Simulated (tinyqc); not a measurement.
Hubbard chain of 2 sites, step by step. One step of it, computed by the program tinyqc.

Question. Mean-field iteration 1. H(up) = T + U n(down), H(down) = T + U n(up); fill the lowest levels; n(new) = n + mixing (n(out) - n); E = tr T (rho up + rho down) + U sum n_up n_down of the output.

one-body matrix (hopping and site energies) (eV):
```
           1          2
1   0.000000  -0.690000
2  -0.690000   0.000000
```

U = 10.900000 eV

electrons, up and down: 1  1

mixing = 1

n(up) at the start (a guess, not normalised): 1 0.550000, 2 0.450000

n(down) at the start (a guess): 1 0.450000, 2 0.550000

Give: levels, up; levels, down; energy; n(up) after iteration 1; n(down) after iteration 1.

Answer.

levels, up (eV): 4.5707  6.3293

levels, down (eV): 4.5707  6.3293

energy = 2.2732 eV

n(up) after iteration 1: 1 0.8099, 2 0.1901

n(down) after iteration 1: 1 0.1901, 2 0.8099
